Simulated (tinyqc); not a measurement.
Ways to converge the cycle: SCF convergence aids in the 6-311g basis, for He, spin multiplicity 1. Computed by the program tinyqc with PySCF. RHF with one setting changed at a time; a run stops when the energy changes by less than 1e-09 hartree and the error matrix is below 1e-5. The start is the Wolfsberg-Helmholz matrix. Damping d keeps d of the old density; a shift (hartree) raises the virtual levels; DIIS n extrapolates F over n matrices.

Geometry (angstrom):
```
atom       x       y       z
He    0.0000  0.0000  0.0000
```

lowest restricted solution found by these runs and by PySCF = -2.859895 hartree

Largest element of the error matrix X^T (FDS - SDF) X:
```
iteration    plain  damping 0.3  damping 0.6  shift 0.4   DIIS 3   DIIS 8
1          2.1e+00      2.1e+00      2.1e+00    2.1e+00  2.1e+00  2.1e+00
2          1.6e-01      7.4e-01      1.3e+00    2.8e-01  1.6e-01  1.6e-01
3          9.3e-03      2.6e-01      8.3e-01    3.0e-02  2.2e-03  2.2e-03
4          6.1e-04      9.1e-02      5.2e-01    5.0e-03  2.1e-04  2.1e-04
5          5.4e-05      3.2e-02      3.3e-01    1.5e-03  4.4e-07  1.7e-07
6          7.5e-06      1.1e-02      2.1e-01    4.7e-04  1.2e-11  6.9e-08
8                -      1.3e-03      8.2e-02    4.3e-05        -        -
10               -      1.6e-04      3.2e-02    3.8e-06        -        -
14               -      2.3e-06      5.0e-03          -        -        -
20               -            -      3.0e-04          -        -        -
30               -            -      2.9e-06          -        -        -
```

How each run ends:
```
run          iterations  E (hartree)         state
plain                 6     -2.85990  lowest found
damping 0.3          19     -2.85990  lowest found
damping 0.6          41     -2.85990  lowest found
shift 0.4            10     -2.85990  lowest found
DIIS 3                6     -2.85990  lowest found
DIIS 8                6     -2.85990  lowest found
```

What does the comparison show, and why?

6 of 6 runs reach the lowest restricted solution found, in 6 to 41 iterations (fastest: plain, DIIS 3, DIIS 8). Plain steps already contract here, so damping only slows them.
